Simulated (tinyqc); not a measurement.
Reverse leakage of an n+-p junction: diffusion, generation, trap-assisted and band-to-band tunnelling: leakage components against the reverse bias.

One-sided abrupt junction in the depletion approximation, x from the junction (0) to W on the p side, field F = F0 (1 - x/W). Flat quasi-Fermi levels, long p side. Traps generate through SRH with both lifetimes shortened by 1 + Gamma (Hurkx enhancement, form for moderate fields); band-to-band generation is local and needs a total bending above Eg.

ni = sqrt(Nc Nv) exp(-Eg/(2 Vt)), Eg in volts; Vbi = Vt ln(Na Nd/ni^2); W = sqrt(2 eps0 eps_r (Vbi + VR)/(q Na)); F0 = 2 (Vbi + VR)/W; FG = sqrt(24 mt m0 (kB T)^3)/(q hbar); J_diff = q ni^2 sqrt(Dn/tau)(1 - exp(-VR/Vt))/Na. u = (Vbi + VR)(1 - x/W)^2, p = Na exp(-u/Vt), n = Nd exp((u - Vbi - VR)/Vt); G0 = ni^2 (1 - exp(-VR/Vt))/(tau (n + p + 2 ni cosh(Et/Vt))); Gamma = 2 sqrt(3 pi)(F/FG) exp((F/FG)^2); trap-assisted part G0 Gamma; G_bb = Ab F^2.5 exp(-Bb/F) with F in V/cm, zero unless Vbi + VR > Eg, and counted as zero under 1 cm^-3 s^-1. Currents are q times the integrals over 0 to W; J_bb under 1e-8 of J is printed as 0; rows with F0/FG above 2.2, beyond the range of this Gamma, are left out.

Parameters, values chosen for the exercise; band and dielectric values close to those of silicon: temperature T = 400 K; band gap Eg = 1.14 eV; relative permittivity eps_r = 11.6; conduction-band density of states at T Nc = 4.3e19 cm^-3; valence-band density of states at T Nv = 4.11e19 cm^-3; acceptor density of the lighter side Na = 2.8e17 cm^-3; donor density of the heavier side Nd = 1e20 cm^-3; SRH lifetime of both carriers at zero field tau = 2e-9 s; trap level above the intrinsic level Et = 0.15 eV; tunnelling mass mt = 0.24 m0; electron diffusion coefficient on the lighter side Dn = 4.7 cm^2/s; band-to-band prefactor Ab = 5e14 cm^-0.5 V^-2.5 s^-1; band-to-band field constant Bb = 1.94e7 V/cm.

Constants: q = 1.602176634e-19 C, kB = 1.380649e-23 J/K, hbar = 1.054571817e-34 J s, m0 = 9.1093837015e-31 kg, Vt = kB T/q, eps0 = 8.8541878128e-14 F/cm where lengths are in cm. Results are converted to the units shown.

Leakage components against the reverse bias:
```
VR (V)  F0 (kV/cm)  F0/FG  J_diff (A/cm^2)  J_SRH (A/cm^2)  J_TAT (A/cm^2)  J_bb (A/cm^2)  J (A/cm^2)              largest part
0.2            323  0.581          2.12e-7         7.14e-6         1.81e-5              0     2.54e-5  trap-assisted tunnelling
1              418  0.751          2.12e-7         1.45e-5         5.31e-5              0     6.78e-5  trap-assisted tunnelling
1.8            494  0.888          2.12e-7         2.01e-5         9.68e-5              0     1.17e-4  trap-assisted tunnelling
2.6            561   1.01          2.12e-7         2.48e-5         1.52e-4       5.79e-12     1.77e-4  trap-assisted tunnelling
3.4            620   1.11          2.12e-7         2.89e-5         2.20e-4       2.45e-10     2.50e-4  trap-assisted tunnelling
4.2            674   1.21          2.12e-7         3.26e-5         3.07e-4        4.35e-9     3.39e-4  trap-assisted tunnelling
5              724   1.30          2.12e-7         3.60e-5         4.15e-4        4.34e-8     4.51e-4  trap-assisted tunnelling
5.8            771   1.38          2.12e-7         3.92e-5         5.50e-4        2.90e-7     5.90e-4  trap-assisted tunnelling
6.6            815   1.46          2.12e-7         4.21e-5         7.19e-4        1.44e-6     7.63e-4  trap-assisted tunnelling
```

What does the comparison show?

J rises from 2.54e-5 to 7.63e-4 A/cm^2. Trap-assisted tunnelling leads at VR = 0.2 and in all other rows. The ratio J_TAT/J_SRH goes from 2.53 to 17.1 as F0/FG goes from 0.581 to 1.46.

Range of the model: The n+ side is degenerate, so Vbi from Boltzmann statistics is only a guide.

Numbers from tinyqc (`OMP_NUM_THREADS=1 python tinyqc.py 2290163 2290164 out.jsonl`; about 0.01 s on one thread of a shared Intel Xeon 2.30GHz).
